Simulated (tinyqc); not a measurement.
Inside a calculation. Model: nanowire ballistic transistor, top-of-the-barrier model.

Computed by the program tinyqc: `OMP_NUM_THREADS=1 python tinyqc.py 2400067 2400068 out.jsonl`, one thread of a shared Intel Xeon 2.30GHz, about 0.06 s for the whole run. Printed values are rounded.

At the top of the source barrier, states moving towards the drain are filled by the source (Fermi level 0) and states moving back by the drain (Fermi level -q Vd); nothing scatters. U is the shift of the band edge there, set by the capacitances CG, CD and CS (the total) and by the charge. Parabolic one-dimensional subbands; the source is grounded.

Parameters, values chosen for the exercise; mass and valleys close to those of a monolayer dichalcogenide:
- T = 300 K (temperature)
- m = 0.492 m0 (effective mass)
- gv = 2 (valley degeneracy)
- eox = 9 (relative permittivity of the gate insulator)
- tox = 3.7 nm (insulator thickness)
- d = 3 nm (wire diameter)
- dE = 0.22 eV (offset of a second subband (0: none))
- aG = 0.86 (gate control CG/CS)
- aD = 0.006 (drain control CD/CS)
- E0 = 0.17 eV (band edge at the barrier top above the source Fermi level at zero bias)
- Vg = 0.19 V (gate voltage)
- Vd = 0.2 V (drain voltage)

Constants: q = 1.602176634e-19 C, kB = 1.380649e-23 J/K, hbar = 1.054571817e-34 J s, h = 6.62607015e-34 J s, m0 = 9.1093837015e-31 kg, Vt = kB T/q, eps0 = 8.8541878128e-14 F/cm where lengths are in cm. Results are converted to the units shown.

## Density of states, capacitances and charge at zero bias

N0 = gv sqrt(2 m kB T/pi)/hbar, CG = 2 pi eps0 eox/ln(1 + 2 tox/d), CS = CG/aG, n0 = n at U = 0 and Vd = 0. eta1 = -(E0 + U)/Vt, eta2 = eta1 - Vd/Vt, n = (N0/2)[F_(-1/2)(eta1) + F_(-1/2)(eta2)], F_(-1/2)(x) = (1/sqrt(pi)) int_0^infinity u^(-1/2)/(1 + exp(u - x)) du. Each F is summed over the two subbands, F(eta) + F(eta - dE/Vt), which share the mass. UL = -(aG Vg + aD Vd).

N0 = 6.519634e6 cm^-1
CG = 4.027471 pF/cm
CS = 4.683105 pF/cm
n0 = 9078.389 cm^-1
UL = -0.1646 eV

## Iteration 1: self-consistent potential at the barrier top

U at the start (U = UL) = -0.1646 eV

eta1 = -(E0 + U)/Vt, eta2 = eta1 - Vd/Vt, n = (N0/2)[F_(-1/2)(eta1) + F_(-1/2)(eta2)], F_(-1/2)(x) = (1/sqrt(pi)) int_0^infinity u^(-1/2)/(1 + exp(u - x)) du. Each F is summed over the two subbands, F(eta) + F(eta - dE/Vt), which share the mass. U(out) = UL + q (n - n0)/CS. U(new) = U + 0.5 (U(out) - U).

eta1 = -0.2088813
eta2 = -7.945227
n = 1.723576e6 cm^-1
U(out) = -0.1059439 eV
U after iteration 1 = -0.1352719 eV

## Iteration 2: self-consistent potential at the barrier top

As before.

eta1 = -1.343342
eta2 = -9.079687
n = 7.215934e5 cm^-1
U(out) = -0.1402235 eV
U after iteration 2 = -0.1377477 eV

## Course of the iteration: self-consistent potential at the barrier top

Stop when U changes by less than 1e-9 eV, or after 90 iterations.

Course of the iteration:
```
iteration      U (eV)  |change| (eV)
1          -0.1352719         0.0293
2          -0.1377477        2.48e-3
3          -0.1379447        1.97e-4
4          -0.1379574        1.27e-5
5          -0.1379582        7.98e-7
6          -0.1379582        5.03e-8
7          -0.1379582        3.17e-9
8          -0.1379582       1.99e-10
```

Converged in 8 iterations. At the end each change is about 0.063 times the one before: linear convergence.

## Current, mean velocity and share of the gate voltage

converged U = -0.1379582 eV

N0 = gv sqrt(2 m kB T/pi)/hbar, CG = 2 pi eps0 eox/ln(1 + 2 tox/d), CS = CG/aG, n0 = n at U = 0 and Vd = 0. eta1 = -(E0 + U)/Vt, eta2 = eta1 - Vd/Vt, n = (N0/2)[F_(-1/2)(eta1) + F_(-1/2)(eta2)], F_(-1/2)(x) = (1/sqrt(pi)) int_0^infinity u^(-1/2)/(1 + exp(u - x)) du. Each F is summed over the two subbands, F(eta) + F(eta - dE/Vt), which share the mass. I = gv (2 q^2/h) Vt [ln(1 + exp eta1) - ln(1 + exp eta2)], summed over both subbands. Mean velocity I/(q n). CQ = (q/Vt) dn/d(eta1); the band edge follows the gate as -dU/dVg = aG/(1 + CQ/CS).

eta1 = -1.239430
n = 7.878074e5 cm^-1
I = 1.018442 uA
mean velocity = 8.068742e6 cm/s
CQ = 4.093238 pF/cm
-dU/dVg = 0.4589007 eV/V

The carriers from the source are near degeneracy (eta1 = -1.24), and the mean velocity is 1.05 times vT = sqrt(2 kB T/(pi m)) = 7.67e6 cm/s.
